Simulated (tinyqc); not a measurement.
What moves the results: propagation of a band-gap error through k.p and effective-mass formulas. A value that a table varies takes the place of the one given here.

Chain, for a gap E (the reference Eg or another value), with Ep and Dso kept: 1/me = 1 + Ep (E + 2 Dso/3)/(E (E + Dso)); g* = 2 - 2 Ep Dso/(3 E (E + Dso)); g1(E) = g1 + (Ep/3)(1/E - 1/Eg), g2(E) = g2 + (Ep/6)(1/E - 1/Eg), light hole 1/(g1 + 2 g2), heavy hole 1/(g1 - 2 g2) along [100]; optical constant ei(E) = 1 + (ei - 1)(EP/(EP + E - Eg))^2, static e0(E) = ei(E) + e0 - ei.

Donor: R = Ry me/e0^2, a_B = a0 e0/me, Mott density (0.26/a_B)^3. Nc, Nv = 2 (m kT/(4 pi c))^(3/2), c = hbar^2/2m0, ni = sqrt(Nc Nv) exp(-E/2kT). Exciton: Ry mu/e0^2 with 1/mu = 1/me + g1(E). 1 angstrom^-3 = 1e24 cm^-3.

Constants: Ry = 13.60569312 eV; a0 (Bohr radius) = 0.5291772105 angstrom; kB = 8.617333262e-05 eV/K; hbar^2/2m0 = 3.80998211 eV angstrom^2.

Inputs chosen for the exercise (reference values near those of GaAs, gap at low temperature; not measured data): Eg = 1.498 eV (gap at Gamma to the s-like level); Dso = 0.348 eV (spin-orbit splitting); Ep = 25.3 eV (Kane energy); g1 = 6.99 (Luttinger gamma1); g2 = 2.05 (gamma2); e0 = 13 (static dielectric constant); ei = 11.01 (optical dielectric constant); EP = 5.19 eV (mean (Penn) gap); mh = 0.38 m0 (density-of-states mass of the holes); T = 300 K (temperature); Eg2 = 0.464 eV (a wrong gap, of the size a semi-local functional can give).

## The size of the error

E = f Eg; ratios against f = 1.

Results:

| f | E (eV) | me ratio | light-hole ratio | e0 ratio | donor ratio | Mott ratio | g* | log10 ni ratio |
|---|---|---|---|---|---|---|---|---|
| 0.25 | 0.374 | 0.292 | 0.247 | 1.484 | 0.132 | 0.00758 | -19.693 | 9.04 |
| 0.40 | 0.599 | 0.442 | 0.396 | 1.356 | 0.240 | 0.0347 | -8.342 | 7.28 |
| 0.60 | 0.899 | 0.634 | 0.596 | 1.214 | 0.430 | 0.143 | -3.238 | 4.88 |
| 0.80 | 1.198 | 0.820 | 0.798 | 1.097 | 0.681 | 0.417 | -1.167 | 2.45 |
| 1.00 | 1.498 | 1.000 | 1.000 | 1.000 | 1.000 | 1.00 | -0.123 | 0.00 |
| 1.20 | 1.798 | 1.176 | 1.204 | 0.918 | 1.394 | 2.10 | 0.478 | -2.46 |
| 1.50 | 2.247 | 1.431 | 1.512 | 0.818 | 2.139 | 5.36 | 0.993 | -6.17 |
| 2.00 | 2.996 | 1.839 | 2.031 | 0.694 | 3.821 | 18.6 | 1.414 | -12.38 |

How do the results move?

Between f = 0.8 and 1.2 the mean powers d ln(ratio)/d ln f are 0.89 for me, 1.02 for the light hole, -0.44 for e0, 1.77 for the donor energy and 3.99 for the Mott density; ni moves by -0.82 decades per 0.1 eV, against -0.1 eV/(2 kT ln 10) = -0.84 from the exponential alone, the rest coming from Nc through me^(3/4). g* changes sign between f = 1.00 and 1.20; the place of this zero hangs on remote bands, which are left out.

## What each input does

All at E = Eg2. Each row changes one parameter from the base and keeps the others.

Results:

| case | me (m0) | light hole (m0) | e0 | donor (meV) | exciton (meV) | log10 ni |
|---|---|---|---|---|---|---|
| base | 0.0209 | 0.0276 | 18.60 | 0.824 | 0.585 | 13.928 |
| Eg2 = 0.427 eV | 0.0195 | 0.0254 | 18.88 | 0.743 | 0.526 | 14.215 |
| Dso = 0.32 eV | 0.0208 | 0.0276 | 18.60 | 0.817 | 0.581 | 13.925 |
| Ep = 23.276 eV | 0.0227 | 0.0293 | 18.60 | 0.894 | 0.629 | 13.954 |
| g1 = 6.431 | 0.0209 | 0.0281 | 18.60 | 0.824 | 0.589 | 13.928 |
| EP = 4.775 eV | 0.0209 | 0.0276 | 19.30 | 0.765 | 0.543 | 13.928 |
| ei = 11.891 | 0.0209 | 0.0276 | 19.09 | 0.782 | 0.555 | 13.928 |
| mh = 0.35 m0 | 0.0209 | 0.0276 | 18.60 | 0.824 | 0.585 | 13.901 |
| T = 276 K | 0.0209 | 0.0276 | 18.60 | 0.824 | 0.585 | 13.535 |

How do the results move?

The largest shifts from the base row, up to three for each result and ties (the steps differ in size, so this ranks the rows, not the parameters). me (m0): Ep +0.0018, Eg2 -0.0015, Dso -0.0002; unchanged at the printed digits by g1, EP, ei, mh and T. light hole (m0): Eg2 -0.0022, Ep +0.0016, g1 +0.0004; unchanged at the printed digits by Dso, EP, ei, mh and T. e0: EP +0.70, ei +0.49, Eg2 +0.28; unchanged at the printed digits by Dso, Ep, g1, mh and T. donor (meV): Eg2 -0.081, Ep +0.070, EP -0.058; unchanged at the printed digits by g1, mh and T. exciton (meV): Eg2 -0.058, Ep +0.044, EP -0.042; unchanged at the printed digits by mh and T. log10 ni: T -0.393, Eg2 +0.287, mh -0.027, Ep +0.027; unchanged at the printed digits by g1, EP and ei.

tinyqc: `OMP_NUM_THREADS=1 python tinyqc.py 1880959 1880960 out.jsonl`; about 0.01 s, one thread, shared Intel(R) Xeon(R) Processor @ 2.30GHz.
